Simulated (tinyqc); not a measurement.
From electron temperature T_e back to power supplied per electron P: decay of LO phonons and the hot-phonon bottleneck in the cooling of electrons. Computed by tinyqc, a small Python program. Command: `OMP_NUM_THREADS=1 python tinyqc.py 3011018 3011019 out.jsonl hotphonon inv`. One thread of a shared host (Intel(R) Xeon(R) Processor @ 2.30GHz), about 0.02 s of CPU time with the checks.

n(E, T) = 1/(exp(E/(k_B T)) - 1) is the Bose occupation. Electrons have a temperature T_e; the LO modes within their reach share one occupation N; the decay products stay at the lattice temperature.

Inputs (values chosen for the exercise, modelled on silicon carbide):

| quantity | value | unit |
|---|---|---|
| LO energy hbar omega | 118 | meV |
| lifetime at T = 0, tau_0 | 4.1 | ps |
| share f of the energy in the softer product | 0.4 | - |
| lattice temperature T | 500 | K |
| electron mass m* | 0.365 | m_0 |
| eps_inf | 6.58 | - |
| static dielectric constant eps_s | 9.73 | - |
| electron density n | 1.4e+17 | 1/cm^3 |
| density of LO modes that the electrons reach, N_m | 5.4e+19 | 1/cm^3 |

Decay channel: two unequal phonons (Ridley).

Constants: k_B = 8.617333262e-05 eV/K; c = 299792458 m/s; e^2/(4 pi eps_0) = 14.39964548 eV angstrom; hbar^2/(2 m_0) = 3.80998212 eV angstrom^2; hbar = 6.582119569e-16 eV s; e = 1.602176634e-19 C.

Method:
- Decay rate 1/tau = (1/tau_0) [1 + n(f hbar omega) + n((1 - f) hbar omega)].
- Full width Gamma = 1/(2 pi c tau) in 1/cm, c in cm/s.
- Froehlich coupling alpha = (e^2/(4 pi eps_0)) (1/eps_inf - 1/eps_s) k_0/(2 hbar omega), k_0 = sqrt(m* hbar omega/(hbar^2/(2 m_0))); emission time tau_sp = hbar/(2 alpha hbar omega); bottleneck ratio r = (n/N_m) tau/tau_sp.
- Net emission per electron: [(N + 1) x - N]/tau_sp with x = exp(-hbar omega/(k_B T_e)), a simple two-level balance; steady state of the modes: n [(N + 1) x - N]/tau_sp = N_m (N - N_0)/tau; power per electron P = hbar omega [(N + 1) x - N]/tau_sp.
- With p = P tau_sp/(hbar omega): N = N_0 + r p and x = (p + N)/(N + 1); without hot phonons N = N_0. The mode temperature T_LO solves n(hbar omega, T_LO) = N.

Problem. A run gave the result below. Find the power supplied per electron P, known to lie between 4 and 8.1 nW.

electron temperature T_e = 508.7737 K

Solution.

Each step takes the trial c = (a f_b - b f_a)/(f_b - f_a), f being the result less the target and a, b, c the logarithms of the listed values; c replaces end b, the old b replaces a if the sign of f changed, and otherwise f_a is halved.

Scan of the range:

| power supplied per electron P (nW) | electron temperature T_e (K) |
|---|---|
| 4.00 | 508.016 |
| 4.50 | 509.010 |
| 5.06 | 510.122 |
| 5.69 | 511.370 |
| 6.40 | 512.774 |
| 7.20 | 514.352 |
| 8.10 | 516.122 |

False position (Illinois rule, in the logarithm of the input) inside the bracket:

| step | end a | end b | trial | electron temperature T_e (K) |
|---|---|---|---|---|
| 1 | 4.00000 | 4.50000 | 4.37570 | 508.763 |
| 2 | 4.50000 | 4.37570 | 4.38095 | 508.774 |
| 3 | 4.50000 | 4.38095 | 4.38109 | 508.774 |
| 4 | 4.38095 | 4.38109 | 4.38102 | 508.774 |

Electron temperature T_e rises at every point of a 13-point scan of the range (every second point is shown), so one value fits; it is bracketed by 4.00 and 4.50. Answer: power supplied per electron P = 4.381 nW.
